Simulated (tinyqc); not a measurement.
What moves the results: optical gain and spontaneous emission in a bulk direct-gap semiconductor. A value that a table varies takes the place of the one given here.

Parabolic bands, vertical transitions, no excitons. For each hole band j: mr = me mj/(me + mj); joint density of states J_j(E) = (mr/c)^(3/2) sqrt(E - Eg)/(2 pi^2), both spins, c = hbar^2/2m0; averaged matrix element |e.p|^2 = m0 Ep/6; alpha_j(E) = 4 pi^2 alpha_f c Ep J_j/(3 nr E) in 1/angstrom (alpha_f the fine-structure constant, listed as alpha among the constants), times 1e8 for 1/cm.

F_j(eta) = (1/Gamma(j + 1)) integral_0^infinity x^j dx/(1 + exp(x - eta)), which tends to exp(eta) for eta << 0.

Quasi-Fermi levels: n = Nc F_1/2(Fc/kT) and p = Nv F_1/2(Fv/kT), Fc counted up from the conduction edge and Fv down from the valence edge; Nc, Nv from N = 2 (m kB T/(4 pi c))^(3/2) with c = hbar^2/2m0, in 1/angstrom^3; times 1e24 for 1/cm^3, with me and (mhh^(3/2) + mlh^(3/2))^(2/3).

For band j the electron sits at Ee = (E - Eg) mr/me above its edge and the hole at Eh = (E - Eg) mr/mj; fe = 1/(1 + exp((Ee - Fc)/kT)), fh = 1/(1 + exp((Eh - Fv)/kT)); gain g = sum_j alpha_j (fe + fh - 1).

Spontaneous rate: R = integral of (nr E/(hbar c))^2/(pi^2 hbar) sum_j alpha_j fe fh dE, with alpha in 1/cm and (nr E/(hbar c))^2 in 1/cm^2 (1e16 per 1/angstrom^2); B = R/(n p); lifetime n/R.

Constants: hbar^2/2m0 = 3.80998211 eV angstrom^2; fine-structure constant alpha = 0.007297352564; kB = 8.617333262e-05 eV/K; hbar = 6.58211957e-16 eV s; hbar c = 1973.269805 eV angstrom.

Inputs chosen for the exercise (near those of GaN; not measured data):
```
symbol  value    unit    meaning
Eg      3.528    eV      direct gap
me      0.1965   m0      electron mass
mhh     1.419    m0      heavy-hole mass
mlh     0.2932   m0      light-hole mass
Ep      17.3     eV      Kane energy
nr      2.57             refractive index
T       400      K
n       1.8e+19  1/cm^3  injected density, n = p
```

## Peak gain against injection

The peak is the largest g over E; a dash marks no gain.

Gain:
```
n (1/cm^3),Fc (eV),Fv (eV),peak gain (1/cm),peak E - Eg (eV),B (cm^3/s)
4.7e+18,0.0282,-0.0930,-,-,3.69e-11
7.5e+18,0.0540,-0.0764,-,-,3.47e-11
1.1e+19,0.0790,-0.0626,130,0.0057,3.23e-11
1.3e+19,0.0914,-0.0565,394,0.0126,3.11e-11
1.7e+19,0.1136,-0.0466,1001,0.0258,2.90e-11
2.2e+19,0.1383,-0.0369,1767,0.0409,2.68e-11
2.8e+19,0.1650,-0.0275,2628,0.0574,2.46e-11
3.8e+19,0.2049,-0.0153,3902,0.0809,2.17e-11
```

transparency density (Fc + Fv = 0) = 9.41e+18 1/cm^3

What does this show?

Gain starts at 9.41e+18 1/cm^3, where Fc = -Fv = 0.0683 eV: with Nv/Nc = 21 the electrons must be degenerate before the holes are. The slope of peak gain against n is 1.32e-16 cm^2 between the first two rows with gain and 1.27e-16 between the last two; the peak moves from 0.0057 to 0.0809 eV above the gap as the bands fill, and B falls by a factor 1.70. Line broadening and gap shrinkage are left out.

## Gain spectrum

At the density n.

Spectrum:
```
E - Eg (eV),"alpha, empty (1/cm)","fe, heavy","fh, heavy",g (1/cm)
0.005,3763,0.965,0.213,662
0.010,5314,0.960,0.210,886
0.020,7494,0.950,0.204,1104
0.030,9152,0.936,0.199,1155
0.045,11162,0.909,0.190,1009
0.060,12835,0.872,0.182,617
0.080,14739,0.803,0.172,-316
0.100,16388,0.710,0.162,-1774
0.130,18531,0.533,0.148,-4955
0.170,20962,0.292,0.131,-10323
0.220,23528,0.103,0.112,-16653
```

Fc + Fv = 0.0743 eV

What can be read from the table?

g is positive below E - Eg = 0.0743 eV; the largest value listed is 1155 1/cm at 0.030 eV. At 0.220 eV above the gap g is -0.71 times the absorption of the empty crystal, whose limit is -1.

## Transparency density and B against temperature

Eg is held fixed; B is taken at n = 1e15 1/cm^3.

Results:
```
T (K),transparency density (1/cm^3),Fc/kT there,B (cm^3/s)
100,1.18e+18,1.981,3.28e-10
150,2.16e+18,1.981,1.79e-10
200,3.33e+18,1.981,1.16e-10
250,4.65e+18,1.981,8.34e-11
300,6.11e+18,1.981,6.36e-11
350,7.70e+18,1.981,5.06e-11
400,9.41e+18,1.981,4.15e-11
500,1.31e+19,1.981,2.98e-11
```

How do the results move?

Fc/kT at transparency stays at 1.981, since it depends on Nv/Nc alone, so the density goes as T^1.50. B goes as T^-1.49, against T^-1.5 for non-degenerate carriers: hot carriers spread over k and fewer pairs share a wave vector.

## What moves transparency and gain

Transparency is Fc + Fv = 0; the peak is the largest g over E at the density n (0 if none). Each row changes one parameter from the base and keeps the others.

Results:
```
case,transparency density (1/cm^3),Fc + Fv (eV),peak gain (1/cm)
base,9.41e+18,0.0743,1156
me = 0.226 m0,1.08e+19,0.0561,1021
mhh = 0.851 m0,7.35e+18,0.1004,2266
Ep = 19 eV,9.41e+18,0.0743,1270
T = 440 K,1.09e+19,0.0620,822
n = 2.34e+19 1/cm^3,9.41e+18,0.1102,1974
nr = 2.7,9.41e+18,0.0743,1100
```

How do the results move?

The largest shifts from the base row, up to three for each result and ties (the steps differ in size, so this ranks the rows, not the parameters). transparency density (1/cm^3): mhh -2.06e+18, T +1.45e+18, me +1.36e+18; unchanged at the printed digits by Ep, n and nr. Fc + Fv (eV): n +0.0359, mhh +0.0261, me -0.0182; unchanged at the printed digits by Ep and nr. peak gain (1/cm): mhh +1110, n +818, T -334.

tinyqc: `OMP_NUM_THREADS=1 python tinyqc.py 1680833 1680834 out.jsonl`; about 0.1 s, one thread, shared Intel(R) Xeon(R) Processor @ 2.30GHz.
